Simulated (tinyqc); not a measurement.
Adsorption as a lattice gas: isotherms with interactions, competition, desorption peaks and saturation dose: one step, computed by the program tinyqc. Command: `OMP_NUM_THREADS=1 python tinyqc.py 3017497 3017498 out.jsonl adsorb walk`. One thread of a shared host (Intel(R) Xeon(R) Processor @ 2.30GHz), about 0.2 s of CPU time with the checks.

One adsorbate per site; a molecule needs 2 empty sites. Gas and surface have the same temperature.

Problem. Dose to saturate, flat and in a hole. Without desorption or interaction, 99 % coverage needs the time 99 N_s/(2 s0 F). For a round hole of aspect ratio a in molecular flow with unit sticking (Gordon), the time is N_s/(2F) x [1 + (19/4) a + (3/2) a^2]. The larger of the two times is a rough guide.

Inputs (values chosen for the exercise, for a model surface): desorption energy E = 1.95 eV; prefactor nu = 4.2e+14 1/s; site density N_s = 4.4 1/nm^2; sticking coefficient s0 = 0.015; temperature T = 641 K; aspect ratio a (depth over diameter) of a hole = 5.

Adsorption: dissociative (second order).

flux F = 1.761579 1/(nm^2 s)

Give: time on a flat surface; time for the hole.

Solution.

time on a flat surface = 8242.6 s

time for the hole = 77.743 s

The surface reaction is the slower step. Caution: with k_d = nu exp(-E/(k_B T)) of these inputs desorption is not negligible over the time on a flat surface, so without interaction 99 % coverage is not reached.
